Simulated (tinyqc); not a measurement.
What a faster ramp buys: rapid thermal processing of a wafer: radiative balance, ramp and cooling, pattern effects, pyrometer error and spike budget. Computed by tinyqc, a small Python program. Command: `OMP_NUM_THREADS=1 python tinyqc.py 3112683 3112684 out.jsonl rtp walk`. One thread of a shared host (Intel(R) Xeon(R) Processor @ 2.30GHz), about 0.04 s of CPU time with the checks.

The wafer is opaque and uniform through its thickness unless said otherwise; temperatures in formulas are in kelvin (C + 273.15). sigma = 5.670374419e-12 W/(cm^2 K^4).

Inputs (values chosen for the exercise, modelled on a hot silicon wafer):
```
quantity                                              value         unit
wafer thickness d                                       625   micrometre
heat capacity per volume C                              2.2   J/(cm^3 K)
thermal conductivity k                                 0.29     W/(cm K)
emissivity eps of each face                            0.61            -
reflectivity of the chamber walls r                    0.52            -
gas heat-transfer coefficient h, both faces together    6.8  mW/(cm^2 K)
wall temperature T_w                                    350            K
process temperature                                    1030            C
starting temperature                                    550            C
ramp rate                                                28          K/s
activation energy of the process E_a                    2.7           eV
```

Constants: k_B = 8.617333262e-05 eV/K.

Method:
- Effective emissivity between parallel grey plates: eps_eff = 1/(1/eps + 1/(1 - r) - 1). Loss per area q(T) = 2 eps_eff sigma (T^4 - T_w^4) + h (T - T_w).
- Absorbed power during a ramp = q(T) + C d x ramp rate; thermal time constant tau = C d/(dq/dT), dq/dT = 8 eps_eff sigma T^3 + h; natural cooling rate q/(C d); front-to-back difference under one-sided heating at the end of the ramp = (absorbed power) d/(2 k).
- Cooling with the lamps off: C d dT/dt = -q(T), integrated adaptively (relative tolerance 1e-10).
- Spike anneal: linear ramp to the peak, then lamps off. Equivalent time at the peak = int exp(-(E_a/k_B)(1/T - 1/T_peak)) dt; estimate (k_B T^2/E_a)(1/ramp rate + 1/cooling rate). The ramp part uses 4000 trapezoid steps, the cooling part 4000 steps over 4 tau.

time constant tau = 3.14852 s

holding power q = 18.4311 W/cm^2

natural cooling rate = 134.045 K/s

Against the ramp rate:
```
ramp (K/s)  ramp part (s)  cooling part (s)  total (s)  power at the peak (W/cm^2)
10                 5.0176           0.42175     5.4393                       19.81
25                 2.0070           0.42175     2.4288                       21.87
50                 1.0035           0.42175     1.4253                       25.31
100                0.5018           0.42175     0.9235                       32.18
250                0.2007           0.42175     0.6224                       52.81
500                0.1004           0.42175     0.5221                       87.18
1000               0.0502           0.42175     0.4719                      155.93
```

From 10 to 100 K/s the total falls by a factor 5.9, from 100 to 1000 K/s by 1.96: the cooling part, 0.422 s, is a floor, and the natural cooling rate here is 134 K/s.

Extremes, crossings and ranges named in words are read from the listed rows.
